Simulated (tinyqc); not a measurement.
What moves the results: Gamma, L and X subbands of a thin body with non-parabolic valleys. A value that a table varies takes the place of the one given here.

Hard walls, flat band, c = hbar^2/2m0, energies from the bulk Gamma edge. For a valley at angle theta to the normal 1/m_z = cos^2/ml + sin^2/mt and m_d = sqrt(ml mt^2/m_z). Subband n starts at E_v + e with e (1 + a e) = c (n pi/t)^2/m_z, and its density-of-states mass is taken as m_d (1 + 2 a e), without further growth at higher in-plane energy. Groups are named by valley and degeneracy.

n_i = g m/(2 pi c) kB T ln(1 + exp((EF - E_i)/kB T)), sum n_i = Ns (1e12/cm^2 = 1e-4/angstrom^2), c = hbar^2/2m0. Quantum capacitance Cq = 1602.176634 sum g m/(2 pi c) f_i in microfarad/cm^2 with f_i = 1/(1 + exp((E_i - EF)/kB T)); Cox = 34.5313/eot (one gate); C/Cox = Cq/(Cq + Cox), the centroid term left out.

Constants: hbar^2/2m0 = 3.80998211 eV angstrom^2; kB = 8.617333262e-05 eV/K.

Values chosen for the exercise (near those of a thin GaAs channel; the results hold for these values, not for the real material):
- face = 111 (surface)
- mG = 0.0665 m0 (Gamma mass)
- aG = 0.58 1/eV (Gamma non-parabolicity)
- EL = 0.345 eV (L edge above Gamma)
- mL = (1.896, 0.075) m0 (L valleys (four, along <111>): ml, mt)
- EX = 0.494 eV (X edge above Gamma)
- mX = (1.32, 0.236) m0 (X valleys (three, along <100>): ml, mt)
- aS = 0.34 1/eV (non-parabolicity of L and X)
- Ns = 5.9 x 1e12/cm^2 (sheet density)
- T = 300 K (temperature)
- eot = 11 angstrom (equivalent oxide thickness)
- ts = (20, 26, 34, 45, 60, 85, 130) angstrom (thicknesses)
- t = 50 angstrom (body thickness)
- Nl = (0.5, 1, 2, 4, 7, 11, 16) x 1e12/cm^2 (sheet densities)

## Thinning the body

Lowest edge of each valley type, the lowest group, the Gamma share and C/Cox, with n = 1 to 8 of all groups.

Results:
```
t (angstrom),Gamma (eV),L (eV),X (eV),lowest,Gamma share (%),C/Cox
20,0.921,0.394,0.759,L1,0.0,0.738
26,0.616,0.374,0.656,L1,0.3,0.766
34,0.398,0.362,0.591,L1,33.3,0.830
45,0.245,0.355,0.550,G1,76.6,0.788
60,0.145,0.350,0.526,G1,93.6,0.702
85,0.075,0.348,0.510,G1,98.5,0.702
130,0.033,0.346,0.501,G1,99.8,0.749
```

From 130 down to 20 angstrom Gamma rises by 0.89 eV, L by 0.05 and X by 0.26 eV, the light Gamma mass moving most. The lowest group changes from G1 to L1 between 45 and 34 angstrom. The Gamma share goes from 100 % to 0 %. C/Cox is 0.75 and 0.74 at the ends and lies between 0.70 and 0.83. Hard walls overstate the rise in the thinnest rows.

## Raising the sheet density

Fixed thickness, n = 1 to 8 of all groups; the gate overdrive above the lowest edge is (EF - E_lowest)/e + 0.1602177 Ns/Cox in volts.

Results:
```
Ns (1e12/cm^2),EF - lowest (eV),Gamma share (%),Cq,C/Cox,overdrive (V)
0.5,-0.007,99.4,2.38,0.431,0.018
1.0,0.019,99.2,3.75,0.544,0.070
2.0,0.054,98.5,5.09,0.618,0.157
4.0,0.109,94.0,6.81,0.684,0.313
7.0,0.163,80.0,11.82,0.790,0.520
11.0,0.206,64.1,18.72,0.856,0.767
16.0,0.241,51.6,27.95,0.899,1.057
```

The lowest subband is G1 n=1. At the highest density band filling takes 0.241 V of the 1.057 V overdrive. Cq grows from 2.4 to 27.9 microfarad/cm^2, helped by heavier valleys that begin to fill: the Gamma share falls from 99 % to 52 %.

## What each parameter does

n = 1 to 8 of all groups. Each row changes one parameter from the base and keeps the others.

Results:
```
case,lowest edge (eV),EF (eV),Gamma share (%),C/Cox
base,0.202,0.349,85.4,0.757
t = 58 angstrom,0.154,0.321,92.6,0.711
mG = 0.0765 m0,0.178,0.322,94.1,0.721
aG = 0.41 1/eV,0.208,0.357,81.7,0.767
EL = 0.395 eV,0.202,0.366,95.0,0.696
Ns = 8.85 x 1e12/cm^2,0.202,0.388,71.8,0.828
eot = 9 angstrom,0.202,0.349,85.4,0.718
T = 250 K,0.202,0.353,87.7,0.756
```

The largest shifts from the base row, up to three for each result and ties (the steps differ in size, so this ranks the rows, not the parameters). lowest edge (eV): t -0.048, mG -0.024, aG +0.006; unchanged at the printed digits by EL, Ns, eot and T. EF (eV): Ns +0.038, t -0.028, mG -0.027; unchanged at the printed digits by eot. Gamma share (%): Ns -13.6, EL +9.6, mG +8.7; unchanged at the printed digits by eot. C/Cox: Ns +0.071, EL -0.061, t -0.046.

Computed by tinyqc, a small Python program: `OMP_NUM_THREADS=1 python tinyqc.py 1280915 1280916 out.jsonl` (the numbers bound the seed that draws the inputs); one thread of a shared host (Intel(R) Xeon(R) Processor @ 2.30GHz), about 0.03 s for the whole set of steps.
